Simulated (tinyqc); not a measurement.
# Ballistic Schottky-barrier transistor with a two-dimensional channel, WKB contacts: several studies

Source Fermi level 0, drain Fermi level -Vd. Far from the contacts Ec = pn - psi, and the gate moves psi one to one; the band edges relax as exp(-x/lam) from pn at the source and pn - Vd at the drain; Ev = Ec - Eg. A carrier of energy w inside the channel band meets at a contact a barrier of height D (the contact edge beyond the channel edge): T = 1 for w >= D, else exp(-S), S = 4 lam sqrt(m/C) [sqrt(D - w) - sqrt(w) arctan sqrt((D - w)/w)], C = hbar^2/(2 m0). The two contacts combine as Ts Td/(Ts + Td - Ts Td).

Parameters, values chosen for the exercise; channel values close to those of an ultrathin silicon body with silicide contacts: temperature T = 300 K; band gap Eg = 1.12 eV; barrier for electrons at both contacts pn = 0.74 eV; electron mass mn = 0.2 m0; hole mass mp = 0.26 m0; valleys or subbands g = 2; screening length at the contacts lam = 4.5 nm; drain bias Vd = 0.7 V; band shift psi of the channel by the gate ps = 0.17 V.

Constants: q = 1.602176634e-19 C, kB = 1.380649e-23 J/K, hbar = 1.054571817e-34 J s, h = 6.62607015e-34 J s, m0 = 9.1093837015e-31 kg, Vt = kB T/q, hbar^2/(2 m0) = 0.0380998212 eV nm^2. Results are converted to the units shown.

Each table varies one quantity; the others keep the values above.

## Barrier height from the temperature dependence

I/W = g (2 q^2/h) int T(w) [N(Es + w) - N(Ed + w)] dw with w the energy of motion along the channel, N(y) = (1/2 pi) sqrt(pi m kB T/C) Fm(-y/kB T), Fm(x) = (1/sqrt(pi)) int_0^infinity u^(-1/2)/(1 + exp(u - x)) du. Electrons: Ds = psi, Dd = psi - Vd, Es = Ec, Ed = Ec + Vd. Holes: Ds = -psi, Dd = Vd - psi, Es = -Ev, Ed = -Ev - Vd. The size of each current is taken; both flow from drain to source and add. The integrals are converged. The apparent barrier is -d ln(I_e/T^1.5)/d(q/kB T), taken between T - 10 K and T + 10 K for the electron current.

Barrier height from the temperature dependence:

| ps (V) | electrons (uA/um) | Ec (eV) | apparent barrier (eV) |
|---|---|---|---|
| -0.25 | 9.73e-15 | 0.990 | 0.990 |
| -0.18 | 1.46e-13 | 0.920 | 0.920 |
| -0.11 | 2.19e-12 | 0.850 | 0.850 |
| -0.04 | 3.28e-11 | 0.780 | 0.780 |
| 0 | 1.54e-10 | 0.740 | 0.740 |
| 0.1 | 6.27e-10 | 0.640 | 0.696 |
| 0.17 | 1.52e-9 | 0.570 | 0.662 |
| 0.24 | 3.92e-9 | 0.500 | 0.623 |
| 0.31 | 1.08e-8 | 0.430 | 0.579 |
| 0.38 | 3.18e-8 | 0.360 | 0.531 |
| 0.45 | 1.00e-7 | 0.290 | 0.480 |

What does the comparison show?

For psi < 0 the channel edge is the highest point, and the apparent barrier follows Ec one to one (0.990 eV against 0.990). At flat band it is 0.740 eV (psi = 0 V), near pn = 0.74 eV. Beyond, the top stays at pn but tunnelling lowers the apparent value to 0.480 eV in the last row, so only the point where the line bends gives the true barrier.

## Effect of the screening length

Same model as above.

Effect of the screening length:

| lam (nm) | current of the holes (uA/um) | share over the barriers (%) | \|d psi/d log10\| of this current (mV/decade) |
|---|---|---|---|
| 0.5 | 791.4 | 2.479e-5 | 216.1 |
| 1.6 | 34.09 | 5.755e-4 | 165.3 |
| 2.6 | 3.947 | 0.004970 | 148.8 |
| 3.7 | 0.6226 | 0.03151 | 150.0 |
| 4.8 | 0.1527 | 0.1284 | 164.9 |
| 5.9 | 0.05317 | 0.3690 | 189.7 |
| 6.9 | 0.02562 | 0.7658 | 218.1 |
| 8 | 0.01378 | 1.424 | 253.5 |

The current falls from 791 to 0.0138 uA/um, while the share over the barriers rises from 2.48e-5 to 1.42 %: the thermionic part does not depend on lam, and a thinner barrier adds tunnelling. The swing goes from 216 through a minimum of 149 (at lam = 2.6 nm among the rows listed) to 254 mV/decade.

## Ambipolar transfer curve

Same model as above.

Swing = d(psi)/d(log10 I).

Ambipolar transfer curve:

| ps (V) | electrons (uA/um) | holes (uA/um) | I (uA/um) | swing (mV/decade) |
|---|---|---|---|---|
| -0.3 | 1.407e-15 | 22.03 | 22.03 | -383.0 |
| -0.18 | 1.459e-13 | 9.817 | 9.817 | -305.4 |
| -0.06 | 1.514e-11 | 3.524 | 3.524 | -238.8 |
| 0.06 | 3.801e-10 | 0.9476 | 0.9476 | -187.1 |
| 0.18 | 1.738e-9 | 0.1865 | 0.1865 | -158.5 |
| 0.29 | 8.029e-9 | 0.03704 | 0.03704 | -158.7 |
| 0.41 | 5.163e-8 | 0.007030 | 0.007030 | -175.5 |
| 0.53 | 3.992e-7 | 0.001589 | 0.001589 | -196.6 |
| 0.65 | 3.617e-6 | 4.025e-4 | 4.062e-4 | -200.4 |
| 0.77 | 3.741e-5 | 1.308e-5 | 5.050e-5 | 485.8 |
| 0.89 | 4.118e-4 | 1.261e-7 | 4.120e-4 | 117.2 |
| 1.01 | 0.003774 | 1.216e-9 | 0.003774 | 135.7 |

What does the table show?

I goes from 22.0 through a minimum of 5.05e-5 (at ps = 0.77 V among the rows listed) to 0.00377 uA/um; the exact minimum lies at psi = 0.763 V. Holes carry the left branch and electrons the right. The ratio of the last row to the smallest is 74.7 and of the first row 4.36e5, with barriers of 0.74 eV for electrons and 0.380 eV for holes. The steepest swing among the rows is 117 mV/decade, against the thermionic limit 59.5.

Range of the model: No scattering, image-force lowering, channel charge or band-to-band tunnelling; parabolic kappa overstates S deep in the gap.

Numbers from tinyqc (`OMP_NUM_THREADS=1 python tinyqc.py 2390044 2390045 out.jsonl`; about 0.3 s on one thread of a shared Intel Xeon 2.30GHz).
